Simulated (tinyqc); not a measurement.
# Six-transistor SRAM cell, nodal equations and margins, step by step

Numbers from tinyqc (`OMP_NUM_THREADS=1 python tinyqc.py 2340136 2340137 out.jsonl`; about 0.2 s on one thread of a shared Intel Xeon 2.30GHz). Printed values are rounded.

Two cross-coupled inverters (pull-down bn, pull-up bp) hold the nodes Q and QB; access transistors (ba, threshold VTn, gate on the word line at Vdd when selected) join them to the bit lines. Transistor (EKV form, voltages against the body): I = 2 n b Vt^2 [F(vp - Vs) - F(vp - Vd)] from drain to source, F(v) = ln^2(1 + exp(v/(2 Vt))), vp = (Vg - VT + sg |Vd - Vs|)/n. n-channel bodies are at 0; for the p-channel device all voltages are counted down from Vdd. b in uA/V^2 gives I in uA. For an access transistor the bit line is the drain and the node the source. In a read both bit lines are at Vdd. The cell is symmetric (no mismatch).

Inputs (values chosen for the exercise): temperature T = 300 K; supply voltage Vdd = 0.7 V; slope factor n = 1.34; drain-induced barrier lowering sg = 0.117; n-channel threshold VTn = 0.44 V; p-channel threshold (magnitude) VTp = 0.27 V; gain factor of the pull-down transistor bn = 190 uA/V^2; gain factor of the access transistor ba = 190 uA/V^2; gain factor of the pull-up transistor bp = 58 uA/V^2.

Constants: q = 1.602176634e-19 C, kB = 1.380649e-23 J/K, Vt = kB T/q. Results are converted to the units shown.

## Iteration 1: node voltages in a read by Newton steps

(Q, QB) at the start (V): Q 0.000000, QB 0.700000

F1 = In(gate QB, drain Q) - Ip(gate QB, drain Q) - Ia(bit line, Q), F2 the same with Q and QB exchanged; J by central differences with +/- 1e-6 V; solve J d = -F, limit each component to +/- 0.15 V and add.

F1, F2 (uA): [-8.31189, 0.00001]

J (uS):

|  | Q | QB |
|---|---|---|
| F1 | 118.798 | 0.012 |
| F2 | 0.000 | 24.898 |

(Q, QB) after iteration 1 (V): Q 0.069967, QB 0.699999

## Iteration 2: node voltages in a read by Newton steps

As before.

F1, F2 (uA): [-1.29403, 0.00005]

J (uS):

|  | Q | QB |
|---|---|---|
| F1 | 81.7308 | 13.8661 |
| F2 | 0.0024 | 20.7892 |

(Q, QB) after iteration 2 (V): Q 0.085800, QB 0.699994

## Course of the iteration: node voltages in a read by Newton steps

Stop when the largest change of (Q, QB) is below 1e-9 V, or after 30 iterations. The rule counts as met only at the stable state with Q low.

Course of the iteration:

| iteration | Q (V) | largest \|change\| of one entry (V) |
|---|---|---|
| 1 | 0.0699666 | 0.0700 |
| 2 | 0.0858002 | 0.0158 |
| 3 | 0.0867082 | 9.08e-4 |
| 4 | 0.0867112 | 3.00e-6 |
| 5 | 0.0867112 | 3.26e-11 |

Converged in 5 iterations. At the end the number of correct digits about doubles with each step.

## Read current and disturbance

(Q, QB) (V): Q 0.0867112, QB 0.699993

Iread = Ia(bit line at Vdd, source Q); cell ratio bn/ba; time to pull a bit line of 20 fF down by 0.1 V at that current.

Iread = 3.38722 uA
cell ratio = 1
time = 590.454 ps

The read lifts the low node to 86.7 mV, against a balance point of 397 mV.

## The largest square in the read butterfly

| point | c (V) |
|---|---|
| 0 | 0.094 |
| 1 | 0.16 |
| 2 | 0.22 |
| 3 | 0.27 |
| 4 | 0.31 |
| 5 | 0.35 |
| 6 | 0.38 |

f(x) is the node voltage of one half-cell in a read for input x (In - Ip - Ia = 0). Static noise margin: side of the largest square between the curve (x, f(x)) and its mirror image (f(y), y); with h(c) the root x of f(x) - x = c, it is the maximum over c > 0 of h(c) - h(-c) + c.

| point | h(c) (V) | h(-c) (V) | side (V) |
|---|---|---|---|
| 0 | 0.387297 | 0.408387 | 0.072909 |
| 1 | 0.380212 | 0.422827 | 0.117385 |
| 2 | 0.372857 | 0.446629 | 0.146228 |
| 3 | 0.363780 | 0.472446 | 0.161334 |
| 4 | 0.351489 | 0.495164 | 0.166324 |
| 5 | 0.331632 | 0.518865 | 0.162767 |
| 6 | 0.310933 | 0.537078 | 0.153855 |

The maximum over c is 166.4 mV, the read margin; with the word line off (no Ia) the same construction gives 249.9 mV.
